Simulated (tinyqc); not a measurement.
What each parameter does: core-shell quantum dot (spherical envelope functions).

Parabolic bands; strain and other valleys are left out. s states, u = r psi, hard wall at R + H, c = hbar^2/2m0, energies from the band edges of the core. Core: u = sin(k1 r)/k1, k1 = sqrt(m1 E/c). At R, psi and psi'/m are continuous, so u is continuous and its slope in the shell is s = u/R + (m2/m1)(u' - u/R). Shell: u(R + x) = u(R) cos(k2 x) + s sin(k2 x)/k2, k2 = sqrt(m2 (E - V)/c); for negative arguments the functions turn into sinh and cosh. A level has u(R + H) = 0.

Overlap = (integral of u_e u_h)^2 with normalised u. Coulomb integrals J_ab = (q/eps) double integral of u_a(r)^2 u_b(s)^2/max(r, s), q = e^2/(4 pi eps0), one eps everywhere. Exciton E = Eg + E_e + E_h - J_eh; first-order biexciton shift J_ee + J_hh - 2 J_eh (positive: repulsive).

Constants: hbar^2/2m0 = 3.80998211 eV angstrom^2; e^2/(4 pi eps0) = 14.39964547 eV angstrom; hc = 1239.841984 eV nm.

Parameters, chosen for this exercise (near those of a GaAs/AlGaAs core-shell dot; the results hold for these values, not for the real material): R = 20 angstrom (core radius); H = 9 angstrom (shell thickness); Vc = 0.23 eV (conduction edge of the shell above that of the core); Vv = 0.135 eV (hole barrier of the shell); me1 = 0.065 m0 (electron, core); me2 = 0.086 m0 (electron, shell); mh1 = 0.418 m0 (hole, core); mh2 = 0.446 m0 (hole, shell); Eg = 1.425 eV (gap of the core); eps = 11.8 (dielectric constant).

All quantities anew.

One parameter was then changed.

Results before and after:

| case | E (eV) | overlap | electron in core | biexciton shift (meV) |
|---|---|---|---|---|
| base | 2.079 | 0.986 | 0.820 | 0.5 |
| changed | 2.092 | 0.997 | 0.820 | 0.1 |

Which of these changes was made? (a) Vc = 0.33 eV; (b) me2 = 0.107 m0; (c) H = 14 angstrom; (d) Vv = 0.101 eV; (e) eps = 13.6; (f) mh1 = 0.334 m0; (g) R = 23 angstrom.

Answer: (f) mh1 = 0.334 m0. Of the candidates, run in turn, only this one gives the changed row.

All candidates:

| case | E (eV) | overlap | electron in core | biexciton shift (meV) |
|---|---|---|---|---|
| base | 2.079 | 0.986 | 0.820 | 0.5 |
| R = 23 angstrom | 1.960 | 0.986 | 0.859 | 0.4 |
| H = 14 angstrom | 1.939 | 0.972 | 0.684 | 1.1 |
| Vc = 0.33 eV | 2.097 | 0.989 | 0.828 | 0.4 |
| Vv = 0.101 eV | 2.076 | 0.991 | 0.820 | 0.4 |
| me2 = 0.107 m0 | 1.999 | 0.975 | 0.797 | 1.0 |
| mh1 = 0.334 m0 | 2.092 | 0.997 | 0.820 | 0.1 |
| eps = 13.6 | 2.089 | 0.986 | 0.820 | 0.4 |

tinyqc: `OMP_NUM_THREADS=1 python tinyqc.py 1281226 1281227 out.jsonl`; about 0.07 s, one thread, shared Intel(R) Xeon(R) Processor @ 2.30GHz.
